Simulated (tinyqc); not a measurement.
Central-cell correction: shallow acceptor in the spherical four-band model.

The ground state 1S3/2 has an L = 0 part f(r) and an L = 2 part g(r). In units of Ry* and a*, with Gaussians f_i = exp(-a_i r^2), g_i = r^2 exp(-a_i r^2), A = a_i + a_j and I(n) = Gamma((n + 1)/2)/(2 A^((n + 1)/2)): S_ff = I(2), S_gg = I(6), H_ff = (6 a_i a_j/A) I(2) - 2 I(1), H_gg = (14 a_i a_j/A) I(6) - 2 I(5), H_fg = -mu [15 I(2) - 20 a_j I(4) + 4 a_j^2 I(6)]; each function is then normalised. The split-off band is left out.

Converged values use 22 exponents 2.2^i, i = -7 to 14, for f and for g.

Values chosen for the exercise (out of a larger set: near those of a shallow acceptor in Si, where the small spin-orbit splitting and strong warping make this model rough; not measured data): rc = 1.2 angstrom (radius of the central cell); Vs = (2, 0, -0.5, -1.5, -2.5, -3.5) eV (central-cell strengths).

mu = 0.47119
Ry* = 22.8838 meV
a* = 26.663 angstrom

A short-range term V exp(-r^2/rc^2) is added (negative: attracts the hole); its elements are V S (A/(A + 1/rc^2))^(3/2) for f and ^(7/2) for g, in the same units.

Results:
```
V (eV)  1S binding (meV)  2S binding (meV)  <r> (angstrom)  L = 2 weight
2.0                 28.2              7.78            33.6         0.097
0.0                 28.7              7.84            32.9         0.097
-0.5                28.9              7.86            32.8         0.097
-1.5                29.2              7.91            32.4         0.098
-2.5                29.6              7.95            32.0         0.098
-3.5                30.0              8.01            31.5         0.098
```

How do the results move, and what explains it?

From V = 0 to -3.5 eV the 1S binding grows by 1.3 meV (5 %) and the 2S binding by 0.16 meV, so the chemical shift sits mainly in the ground state. A repulsion of 2 eV removes 0.5 meV. The slope is 0.43 meV per eV over the last step against 0.27 on the repulsive side, since attraction pulls the state into the cell; over this range the level stays shallow.

tinyqc: `OMP_NUM_THREADS=1 python tinyqc.py 1251740 1251741 out.jsonl`; about 0.05 s, one thread, shared Intel(R) Xeon(R) Processor @ 2.30GHz.
